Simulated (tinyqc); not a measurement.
From largest remaining step back to Preston coefficient K: chemical-mechanical planarisation: Preston law, pattern density and step-height reduction. Computed by tinyqc, a small Python program. Command: `OMP_NUM_THREADS=1 python tinyqc.py 3020439 3020440 out.jsonl cmp inv`. One thread of a shared host (Intel(R) Xeon(R) Processor @ 2.30GHz), about 0.03 s of CPU time with the checks.

A row of 8 cells, repeated periodically, holds raised features that cover a share rho of each cell.

Inputs (values chosen for the exercise, close to those used for oxide polishing):
```
quantity                        value  unit
pressure P                         28   kPa
platen and carrier speed           93   rpm
distance between the centres       14    cm
initial step height h0            220    nm
contact height h_c                 36    nm
film above the raised areas z0    410    nm
cell size                         1.5    mm
planarisation length              2.8    mm
polish time t                      21     s
```

local pattern densities, cell by cell: 0.1  0.25  0.3  0.5  0.3  0.5  0.7  0.1

Method:
- With equal rotation speeds the relative speed is uniform, v = omega r_c; Preston rate R0 = K P v.
- The stiff pad averages the density: rho_eff(i) = sum_j w_ij rho_j / sum_j w_ij, w = exp(-2 d^2/L^2), L the planarisation length and d the distance between cell centres, summed over all periodic images of cell j.
- While h > h_c only raised areas polish, at R0/rho_eff, until t_c = rho_eff (h0 - h_c)/R0. After that h = h_c exp(-(t - t_c)/tau), tau = rho_eff h_c/R0; low areas polish at R0 (1 - h/h_c) and raised areas at R0 [1 + (1 - rho_eff) h/(rho_eff h_c)]. Removed from raised areas after t_c: h0 - h_c + R0 (t - t_c) + (1 - rho_eff)(h_c - h); from low areas: R0 (t - t_c) - rho_eff (h_c - h). Film left = z0 less the removal from raised areas.

Question. A run gave the result below. Find the Preston coefficient K, known to lie between 9.1e-14 and 1.9e-13 1/Pa.

largest remaining step = 8.328678 nm

Answer.

Each step takes the trial c = (a f_b - b f_a)/(f_b - f_a), f being the result less the target and a, b, c the logarithms of the listed values; c replaces end b, the old b replaces a if the sign of f changed, and otherwise f_a is halved.

Scan of the range:
```
Preston coefficient K (1/Pa)  largest remaining step (nm)
9.10e-14                                          68.4204
1.03e-13                                          48.4319
1.16e-13                                          27.8642
1.31e-13                                          13.9196
1.49e-13                                           6.0523
1.68e-13                                           2.5126
1.90e-13                                           0.9079
```

False position (Illinois rule, in the logarithm of the input) inside the bracket:
```
step        end a        end b        trial  largest remaining step (nm)
1     1.31000e-13  1.49000e-13  1.43551e-13                      7.78770
2     1.31000e-13  1.43551e-13  1.41438e-13                      8.58792
3     1.43551e-13  1.41438e-13  1.42119e-13                      8.32138
4     1.41438e-13  1.42119e-13  1.42100e-13                      8.32858
5     1.41438e-13  1.42100e-13  1.42100e-13                      8.32877
6     1.42100e-13  1.42100e-13  1.42100e-13                      8.32868
```

Largest remaining step falls at every point of a 13-point scan of the range (every second point is shown), so one value fits; it is bracketed by 1.31e-13 and 1.49e-13. Answer: Preston coefficient K = 1.421e-13 1/Pa.
